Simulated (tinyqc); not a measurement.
Thin-film optics by transfer matrices: sweeps and comparisons. A value that a table varies takes the place of the one given here.

Indices N = n + i k. Snell: N0 sin(theta) = N_j sin(theta_j), with Im(N_j cos theta_j) >= 0. Admittance y_j = N_j cos theta_j for s and N_j/cos theta_j for p. Phase delta_j = 2 pi N_j cos theta_j d_j/lambda. Layer matrix [[cos delta, -i sin delta/y], [-i y sin delta, cos delta]], multiplied from the top down to M. (B, C) = M (1, y_sub); r = (y0 B - C)/(y0 B + C), R = |r|^2, T = 4 Re y0 Re y_sub/|y0 B + C|^2, absorbed in the films 1 - R - T.

Ellipsometry: rho = tan(Psi) exp(i Delta) = -conj(r_p/r_s) with the r of the admittance formula, Delta in 0 to 360 degrees, so that a bare dielectric at small angles gives Delta = 180.

Inputs chosen for the exercise (indices near those of Si3N4 on polySi; the results hold for these values, not for the real material):
```
symbol  value           unit     meaning
lam     248             nm       vacuum wavelength
n0      1                        ambient index
n       (2.271, 1.685)           n of Si3N4, substrate
k       (0.005, 2.833)           k in the same order
d       (97.7)          nm       thicknesses, top first
theta   45              degrees  angle of incidence
pol     p                        polarisation
```

## Swing curve: thickness of the top film

The first entry of d takes the values listed.

Stack:
```
d_1 (nm)       R       T  absorbed
97.7      0.4832  0.4888    0.0280
107.3     0.4993  0.4727    0.0279
116.9     0.3920  0.5724    0.0356
126.4     0.1895  0.7585    0.0520
136.0     0.1422  0.7964    0.0614
145.6     0.3353  0.6130    0.0517
155.2     0.4748  0.4826    0.0426
164.7     0.4909  0.4670    0.0421
174.3     0.3841  0.5634    0.0525
183.9     0.1806  0.7451    0.0743
193.5     0.1352  0.7803    0.0845
203.0     0.3254  0.6048    0.0698
212.6     0.4658  0.4772    0.0570
```

R swings between 0.1352 and 0.4993 on these points. The period is lambda/(2 Re(N_1 cos theta_1)) = 57.5 nm, six rows. The film absorbs, so the curve does not repeat exactly: the swing is 0.3572 in the first period and 0.3557 in the second. The swing ratio (max - min)/mean is 1.05.

## Angle of incidence

Both polarisations.

Stack:
```
theta (degrees)     R_s     R_p    Psi   Delta
0                0.6218  0.6218  45.00  180.00
15               0.6303  0.6093  44.51  179.95
30               0.6527  0.5670  42.99  181.08
45               0.6846  0.4832  40.03  187.35
55               0.7137  0.4005  36.84  198.21
60               0.7329  0.3533  34.77  207.23
65               0.7571  0.3070  32.49  219.95
70               0.7880  0.2697  30.33  237.90
75               0.8273  0.2591  29.23  262.62
80               0.8759  0.3122  30.84  293.74
85               0.9340  0.5081  36.41  327.26
```

R_s and R_p agree at normal incidence (0.6218). R_p is lowest at 75 degrees of those listed (0.2591), where R_s = 0.8273; the top face alone would stop reflecting p light at arctan(n/n0) = 66.2 degrees, while the layers and the substrate below set where the minimum falls. R_s rises steadily with the angle.

## Sensitivity of the reflectance

R for both polarisations. Each row changes one parameter from the base and keeps the others.

Results:
```
case                   R_s     R_p     T_s
base                0.6846  0.4832  0.2959
d = (102.7) nm      0.7148  0.5066  0.2674
n = (2.316, 1.685)  0.7065  0.5026  0.2759
k = (0.005, 3.126)  0.7057  0.5165  0.2742
lam = 253 nm        0.6626  0.4652  0.3167
theta = 50 degrees  0.6979  0.4443  0.2829
```

The largest shifts from the base row, up to three for each result and ties (the steps differ in size, so this ranks the rows, not the parameters). R_s: d +0.0302, lam -0.0220, n +0.0219. R_p: theta -0.0389, k +0.0333, d +0.0234. T_s: d -0.0285, k -0.0217, lam +0.0208.

Computed by tinyqc, a small Python program: `OMP_NUM_THREADS=1 python tinyqc.py 1682322 1682323 out.jsonl` (the numbers bound the seed that draws the inputs); one thread of a shared host (Intel(R) Xeon(R) Processor @ 2.30GHz), about 0.01 s for the whole set of steps.
